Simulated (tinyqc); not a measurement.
# Band-to-band tunnelling and avalanche in a reverse-biased abrupt junction, step by step

A worked calculation. Computed by tinyqc, a small Python program that keeps every step. Command: `OMP_NUM_THREADS=1 python tinyqc.py 3026098 3026099 out.jsonl zener walk`. One thread of a shared host (Intel(R) Xeon(R) Processor @ 2.30GHz), about 0.01 s of CPU time with the checks. Intermediate numbers are printed to about 5 digits and carried at full precision; extremes and crossings named in words are read from the listed rows.

Direct Kane tunnelling in the local field (for indirect gaps the mass is an effective fit) and one ionisation coefficient for both carriers. N is the doping of the light side, or N_A N_D/(N_A + N_D) for the symmetric junction; the built-in voltage is taken as E_g/e.

Inputs (values chosen for the exercise, modelled on In0.53Ga0.47As): band gap at 300 K, E_g = 0.764 eV; gap narrowing with temperature, -dE_g/dT = 0.38 meV/K; reduced tunnelling mass m_r = 0.026 m_0; permittivity eps = 13.9; ionisation prefactor a = 4.5e+06 1/cm; ionisation field at 300 K, b = 1.56e+06 V/cm; relative rise of b with temperature = 6.2 1e-4/K; effective doping N = 3.1e+17 1/cm^3; reverse bias V_R = 1.7 V; current density that defines tunnel breakdown, J_0 = 0.1 A/cm^2; temperature T = 300 K.

Junction: symmetric.

Constants: eps_0 = 8.8541878128e-12 F/m; e = 1.602176634e-19 C; m_0 = 9.1093837015e-31 kg; hbar = 1.054571817e-34 J s.

## Junction at the given bias

E_g(T) = E_g - (T - 300 K)(-dE_g/dT); b(T) = b [1 + (rise)(T - 300 K)]; w = sqrt(2 eps eps_0 (V_R + E_g/e)/(e N)); F_m = 2 (V_R + E_g/e)/w; the field falls linearly from F_m to 0 on both sides.

E_g(T) = 0.764 eV

depletion width w = 110.50 nm

peak field F_m = 0.44595 MV/cm

shortest tunnelling distance E_g/(e F_m) = 17.132 nm

## Kane coefficients and peak generation rate

Kane: G(F) = A F^2 exp(-B/F), A = e^2 sqrt(m_r)/(18 pi hbar^2 sqrt(E_g)), B = pi sqrt(m_r) E_g^(3/2)/(2 e hbar), SI units; J = e int G dx x V_R/(V_R + E_g/e), the last factor making J vanish at zero bias; int G dx = (w/F_m) int_0^F_m G dF by 64 Gauss-Legendre points.

A = 1.7955e+20 1/(cm s V^2)

B = 6.1273 MV/cm

B/F_m = 13.740

G(F_m) = 3.8515e+25 1/(cm^3 s)

## Tunnel current and multiplication

Avalanche: I = (w/F_m) int_0^F_m a exp(-b/F) dF by 64 Gauss-Legendre points, M = 1/(1 - I), breakdown at I = 1.

tunnel current density = 2.6835 A/cm^2

ionisation integral I = 0.28916

The estimate e G(F_m) w (F_m/B) V_R/(V_R + E_g/e), which keeps only the region near the peak, gives 3.42 A/cm^2.

## Which breakdown comes first?

V_Z solves J = J_0 and V_A solves I = 1; the lower one is the breakdown voltage; temperature coefficients by a central difference of +/- 10 K.

tunnel breakdown V_Z = 1.0068 V

avalanche breakdown V_A = 3.3852 V

breakdown voltage = 1.0068 V

dV_Z/dT = -1.8111 mV/K

dV_A/dT = 4.3437 mV/K

Tunnelling comes first, at 1.3 E_g/e. V_Z falls on heating because the gap shrinks, and V_A rises because carriers lose more energy to phonons. Caution: V_A is below about 5 E_g/e, where the local law understates it, since it ignores the distance a carrier needs to reach the ionisation energy.

## Against the doping

The formulas are those given above.

Breakdown:
```
N (1/cm^3)     V_Z (V)  V_A (V)  F_m at breakdown (MV/cm)       first
6.20e+15    5.8041e+01   50.735                   0.28832   avalanche
1.60e+16    2.3992e+01   25.594                   0.32113  tunnelling
3.70e+16    1.0805e+01   14.211                   0.33384  tunnelling
9.30e+16    4.2899e+00    7.567                   0.34982  tunnelling
1.90e+17    1.9274e+00    4.686                   0.36488  tunnelling
3.10e+17    1.0068e+00    3.385                   0.37805  tunnelling
6.20e+17    2.6712e-01    2.139                   0.40798  tunnelling
1.60e+18    2.3025e-03    1.138                   0.56500  tunnelling
```

The mechanism changes between 6.20e15 and 1.60e16 per cm^3. Across the table V_Z + E_g/e scales as N^-0.78 and V_A as N^-0.68: tunnelling needs a nearly fixed field, while avalanche in a thinner layer needs a higher one. Rows with V_Z below E_g/e understate it, since the local Kane formula overestimates the current there. Rows with V_A below about 5 E_g/e understate it, since the local law ignores the distance a carrier needs to reach the ionisation energy.

Checks made by the program: field integral against adaptive quadrature in x (relative difference 1e-10).
